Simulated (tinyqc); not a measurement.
Lattice vibrations of a chain, step by step. Computed by tinyqc, a small Python program that keeps every step. Command: `OMP_NUM_THREADS=1 python tinyqc.py 25090 25091 out.jsonl` (the two numbers bound the seeds that draw the settings). One thread of a shared host (Intel(R) Xeon(R) Processor @ 2.60GHz), about 0.01 s of CPU time with the checks.

## Dynamical matrix at q = 0.06

A chain moving along its axis:

| atom | mass (u) | spring to the next atom (eV/angstrom^2) |
|---|---|---|
| 1 | 103.300000 | 6.600000 |
| 2 | 50.300000 | 27.500000 |

q is in units of 2 pi/a. A spring k from atom i to atom j, n cells on, adds k to Phi_ii and Phi_jj, -k exp(2 pi i q n) to Phi_ij and the conjugate to Phi_ji (for one atom a cell: 2k (1 - cos 2 pi q n)); D_ij = Phi_ij / sqrt(m_i m_j).

D(q) (eV/(angstrom^2 u)):
```
                     1                    2
1             0.330106  -0.446274+0.140441i
2  -0.446274-0.140441i             0.677932
```

## Frequencies

omega^2 are the eigenvalues; wavenumber = 521.4708 sqrt(eigenvalue) 1/cm.

eigenvalues: 0.004891  1.003148

wavenumbers (1/cm): 36.5  522.3

weights |e|^2 of the mass-weighted modes:
```
          mode 1    mode 2
atom 1  0.674216  0.325784
atom 2  0.325784  0.674216
```

## Dispersion and heat capacity

C/k_B per atom = mean over q = (j + 1/2)/80, j = 0..39 and all branches of y^2 e^y/(e^y - 1)^2, y = hc wavenumber / k_B T.

Wavenumbers (1/cm):

| q | branch 1 | branch 2 |
|---|---|---|
| 0.000000 | 0.000000 | 523.562659 |
| 0.062500 | 37.975780 | 522.183587 |
| 0.125000 | 75.071690 | 518.152583 |
| 0.187500 | 110.339157 | 511.803799 |
| 0.250000 | 142.681529 | 503.745808 |
| 0.312500 | 170.763499 | 494.932001 |
| 0.375000 | 192.946357 | 486.713018 |
| 0.437500 | 207.374479 | 480.742846 |
| 0.500000 | 212.410999 | 478.538844 |

Heat capacity:

| T (K) | C/k_B per atom |
|---|---|
| 20 | 0.075983 |
| 50 | 0.204642 |
| 100 | 0.382747 |
| 200 | 0.643443 |
| 300 | 0.795110 |
| 600 | 0.938543 |
| 1200 | 0.983856 |

zero-point energy per atom = 19.627953 meV
